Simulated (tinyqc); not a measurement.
Changing the film thickness L: heat flow across a film from the phonon Boltzmann equation in the relaxation-time approximation. Computed by tinyqc, a small Python program. Command: `OMP_NUM_THREADS=1 python tinyqc.py 3006316 3006317 out.jsonl slabbte sweep`. One thread of a shared host (Intel(R) Xeon(R) Processor @ 2.30GHz), about 0.06 s of CPU time with the checks.

Two black walls, hot at x = 0 and cold at x = L, emit phonons isotropically. For one free path Lambda, with tau = x/Lambda, tau_L = L/Lambda and phi = (T - T_cold)/Delta T, energy balance gives phi(tau) = (1/2) [E2(tau) + int_0^tau_L phi(s) E1(|tau - s|) ds]; E_n are the exponential integrals. The flux over the ballistic flux C v Delta T/4 is psi = 1 - 2 int_0^tau_L phi(s) E2(s) ds, and kappa_eff/kappa = (3/4) tau_L psi. kappa = C v Lambda/3 is an input, so at fixed kappa a longer free path means a smaller C v.

Inputs (values chosen for the exercise, modelled on gallium arsenide):
```
quantity,value,unit
bulk conductivity kappa,44.3,W/(m K)
wall temperature difference Delta T,19,K
free path Lambda_1,54,nm
free path Lambda_2,640,nm
share f_2 of kappa,0.44,-
free path Lambda_3,5300,nm
share f_3 of kappa,0.18,-
cells n in the small system,4,-
```

Free-path groups: three.

Method:
- Cut the film into n equal cells with constant phi, collocated at the centres c_i: the kernel integrates to A_ij = |E2(|c_i - e_j|) - E2(|c_i - e_(j+1)|)|/2 for cell edges e_j, and A_ii = 1 - E2(half a cell); solve (1 - A) phi = E2(c)/2; psi = 1 - 2 sum_j phi_j [E3(e_j) - E3(e_(j+1))].
- Use 150 and 300 cells and extrapolate psi = (4 psi(300) - psi(150))/3. The jump at the hot wall is 1 - phi there (linear extrapolation from the first two of 300 cells). Two-flux (diffusion with slip) formula: psi = 1/(1 + 3 tau_L/4).
- Each group is solved on its own with 150 and 300 cells, psi = (4 psi(300) - psi(150))/3, and weighted by its share of kappa (f_1 is what the others leave); exchange of energy between groups inside the film is left out.
- Flux J = kappa_eff Delta T/L; apparent boundary resistance per wall (L/kappa_eff - L/kappa)/2.

One run for each value:
```
film thickness L (nm),kappa_eff (W/(m K)),flux J (GW/m^2),jump at the wall / Delta T for Lambda_1,apparent resistance per wall (m^2 K/GW)
1.1,0.28,4.811,0.4779,1.962
2.3,0.57,4.723,0.4613,1.985
4.7,1.13,4.563,0.4355,2.029
9.8,2.20,4.272,0.3952,2.113
20,4.02,3.816,0.3404,2.264
43,7.06,3.121,0.2662,2.559
89,10.96,2.339,0.1894,3.057
190,15.65,1.565,0.1175,3.926
390,20.39,0.994,0.0674,5.160
810,25.39,0.596,0.0358,6.808
```

Describe and explain the trends.

Over the rows, kappa_eff (W/(m K)) rises from 0.279 to 25.4 (exponent d ln y / d ln x 0.98 between the first rows and 0.30 between the last); flux J (GW/m^2) falls from 4.81 to 0.596 (exponent d ln y / d ln x -0.025 between the first rows and -0.70 between the last); jump at the wall / Delta T for Lambda_1 falls from 0.478 to 0.0358 (exponent d ln y / d ln x -0.048 between the first rows and -0.86 between the last). At the low end the exponent of kappa_eff is 0.98, close to 1: the ballistic limit. At the low end the exponent of flux J is -0.02, close to 0: the ballistic flux does not depend on L. In thin films phonons cross without scattering: the flux is bounded by what the walls emit, and Delta T drops in two jumps of one half each. In thick films the jumps shrink as Lambda/L and the apparent wall resistance tends to a constant.

Caution (rows 1.10, 2.30, 4.70, 9.80): below about 10 nm the film nears the phonon wavelength, and a particle picture fails.

Extremes, crossings and ranges named in words are read from the listed rows.
